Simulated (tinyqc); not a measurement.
Defect equilibria of an oxide against oxygen pressure (mass action): one step, computed by the program tinyqc. Command: `OMP_NUM_THREADS=1 python tinyqc.py 3005648 3005649 out.jsonl brouwer walk`. One thread of a shared host (Intel(R) Xeon(R) Processor @ 2.30GHz), about 0.01 s of CPU time with the checks.

Defects: oxygen vacancies V (charge +2), electrons n, holes p, the ionic partner X = V_M'' (charge -2), and the dopant. Activities are taken equal to concentrations.

Question. Solution at the given pressure. Neutrality: 2 [V] + p = n + 2 [X] + N_d. With n as the unknown, [V] = K_r/(n^2 P^(1/2)), p = K_i/n, [X] = K_s/[V]; the log ratio is ln(positive/negative). The root is found by 60 bisections in ln n between n = 1e-10 and 1e25 cm^-3.

Inputs (values chosen for the exercise, for a model oxide): dopant density N_d = 3.9e+18 cm^-3; temperature T = 900 K; oxygen pressure P = 5e-18 atm.

Ionic disorder: Schottky, oxide MO. Dopant (singly charged, fully ionised): acceptor.

K_r = 2.546793e+47 cm^-9 atm^(1/2)

K_i = 2.048138e+23 cm^-6

K_s = 2.917281e+31 cm^-6

Give: n; [V]; p; [X].

Answer.

n = 5.0461e+18 cm^-3

[V] = 4.4730e+18 cm^-3

p = 40589 cm^-3

[X] = 6.5219e+12 cm^-3

The largest terms give the Brouwer balance 2 [V] = n; the smaller of the two terms is 56 % of the total charge of one sign, so the point lies near a boundary between regimes.
